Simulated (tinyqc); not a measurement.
Active against total: solid solubility of a dopant against its melt (retrograde solidus), clustering and the electrically active fraction. Computed by tinyqc, a small Python program. Command: `OMP_NUM_THREADS=1 python tinyqc.py 3016249 3016250 out.jsonl retro walk`. One thread of a shared host (Intel(R) Xeon(R) Processor @ 2.30GHz), about 0.01 s of CPU time with the checks.

Inputs (values chosen for the exercise, for a model dopant):
```
quantity,value,unit
atoms per cluster m,4,-
cluster scale N* at 1273 K,2.8e+20,1/cm^3
activation energy E_b of the cluster scale,0.37,eV
anneal temperature T_a,1300,K
prefactor of n_i,3.96e+16,1/(cm^3 K^1.5)
energy E_i in n_i,0.602,eV
```

Clustering: clusters that take up free electrons.

Constants: k_B = 8.617333262e-05 eV/K.

Method. A highly soluble donor (another dopant than that of the solidus) is limited by clustering. Donors N_a are active, and clusters hold m atoms each: N_t = N_a + m C, m C = N* (N_a/N*)^m (n/N*)^m, each atom taking one electron, n = N_a/2 + sqrt(N_a^2/4 + n_i^2), n_i = prefactor x T^1.5 exp(-E_i/(k_B T)), with N*(T) = N*(1273 K) exp[-(E_b/k_B)(1/T - 1/1273)].

Active density (1/cm^3):
```
N_t (1/cm^3),N_a at T_a,fraction,N_a at T_a + 150 K,N_a at T_a - 150 K
1.00e+19,1.0000e+19,1.00000,1.0000e+19,1.0000e+19
3.00e+19,3.0000e+19,1.00000,3.0000e+19,3.0000e+19
1.00e+20,9.9953e+19,0.99953,9.9995e+19,9.9132e+19
2.00e+20,1.9167e+20,0.95833,1.9895e+20,1.6005e+20
5.00e+20,2.8748e+20,0.57497,3.6576e+20,2.0547e+20
1.00e+21,3.3178e+20,0.33178,4.3764e+20,2.3164e+20
2.00e+21,3.7090e+20,0.18545,4.9503e+20,2.5663e+20
5.00e+21,4.2206e+20,0.08441,5.6670e+20,2.9058e+20
```

The exponent d ln N_a/d ln N_t falls from 1.00 to 0.14, towards 1/(2m) = 0.125. At the highest dose a 150 K hotter anneal gives 1.34 times the active density, and a later step 150 K cooler would cut it to 0.69 if it ran to equilibrium: short hot anneals come last.

Extremes, crossings and ranges named in words are read from the listed rows.
